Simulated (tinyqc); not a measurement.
Length of a polyene: Hueckel, PPP and singles CI along the polyenes. Computed by the program tinyqc. Hueckel uses the same beta without repulsion; CIS keeps all single excitations and so misses the low, doubly excited 2Ag state. W is the valence ionisation energy of a centre, MN the Mataga-Nishimoto formula, f the oscillator strength.

All-trans chains of carbon centres 1.40 angstrom apart:
```
parameter                               value
beta (eV), times 1 +/- alternation  -2.360000
alternation                                 0
W (eV)                              11.160000
gamma_rr (eV)                       10.480000
repulsion formula                        Ohno
```

Gaps and excitations (eV):
```
centres  Hueckel gap  PPP orbital gap  bright singlet (CIS)       f  lowest triplet (CIS)
2             4.7200          12.0608                6.2896  0.5392                3.1504
4             2.9171           9.3718                4.8451  1.0482                2.0358
6             2.1006           7.9819                3.9808  1.5001                1.4986
10            1.3435           6.5611                3.0062  2.2630                1.0146
```

Estimate the missing row, centres = 8.

Computed row:
```
centres  Hueckel gap  PPP orbital gap  bright singlet (CIS)       f  lowest triplet (CIS)
8             1.6392           7.1320                3.4101  1.9037                1.1994
```

The Hueckel gap tends to 4 x alternation x |beta| = 0.00 eV for long chains (zero without alternation, falling as 1/N). Exchange opens the PPP orbital gap, and the attraction of electron and hole brings the bright state 3.55 eV below it at 10 centres; the triplet lies 1.99 eV lower still.
